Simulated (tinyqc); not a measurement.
Choice of the trial bonds: Wannier functions of a composite (isolated) pair of valence bands (bonds of an sp chain).

Each atom has a hybrid pointing left (<) and right (>). H(k): diagonal +V3 on A, -V3 on B; <A<|A>> = -V1a, <B<|B>> = -V1b, <A>|B<> = -V2, <B>|A<> = -V2p exp(ik); k in 1/a, Bloch sums with exp(ikR). The two lowest bands are filled. Trial functions in cell 0: g1 = cos(c) A> + sin(c) B<, and g2 = sin(c) B> + cos(c) A< of cell 1, whose Bloch vector has cos(c) exp(-ik) on A<. Projection A_mn = <psi_m|g_n>, S = A^+ A, Loewdin U = A S^(-1/2), Bloch-like states w_n = sum_m psi_m U_mn, H_W(k) = U^+ diag(E) U. P = sum_m |psi_m><psi_m| is free of phase choices, and S = g^+ P g, w = P g S^(-1/2).

Inputs chosen for the exercise: V2 = 2.69 eV (coupling in the bond A-B inside the cell); V2p = 4 eV (coupling in the bond to the next cell); V1a = 1.63 eV (coupling of the two hybrids on A); V1b = 0.94 eV (the same on B); V3 = 0 eV (A at +V3, B at -V3); xb = 0.47 a (position of B (A at 0)).

N = 12; centres and spreads in real space with point-like hybrids at R and R + xb; smallest eigenvalue of S over the mesh.

Trial angle:

| c (deg) | smallest S | centre 1 (a) | centre 2 (a) | sum of centres | total spread (a^2) | H_12(R = 0), mean over k (eV) |
|---|---|---|---|---|---|---|
| 15 | 0.578 | 0.2303 | 0.7397 | 0.9700 | 0.1371 | -0.4712 |
| 30 | 0.815 | 0.2303 | 0.7397 | 0.9700 | 0.1368 | -0.4627 |
| 45 | 0.962 | 0.2303 | 0.7397 | 0.9700 | 0.1367 | -0.4552 |
| 55 | 0.877 | 0.2303 | 0.7397 | 0.9700 | 0.1368 | -0.4501 |
| 75 | 0.578 | 0.2303 | 0.7397 | 0.9700 | 0.1372 | -0.4384 |
| 85 | 0.404 | 0.2303 | 0.7397 | 0.9700 | 0.1377 | -0.4305 |

Give the missing row, c (deg) = 65.

Computed row:
```
c (deg)  smallest S  centre 1 (a)  centre 2 (a)  sum of centres  total spread (a^2)  H_12(R = 0), mean over k (eV)
65            0.742        0.2303        0.7397          0.9700              0.1369                        -0.4447
```

The sum of the centres stays at 0.9700 a within 0.0000: it gives the electronic polarisation, modulo a, and is fixed by the filled space. Single centres move by less than 0.0001 a here and H_12(0), a matter of gauge, moves by 41 meV. The total spread runs only from 0.1367 to 0.1377 a^2, so the orthogonalisation repairs even poor trials; the projection is best at c = 45 degrees among these rows, and the two bonds, isolated, have c = 45 and 45.

(tinyqc, `OMP_NUM_THREADS=1 python tinyqc.py 1481634 1481635 out.jsonl`, Intel(R) Xeon(R) Processor @ 2.30GHz, 1 thread, shared host, about 0.2 s.)
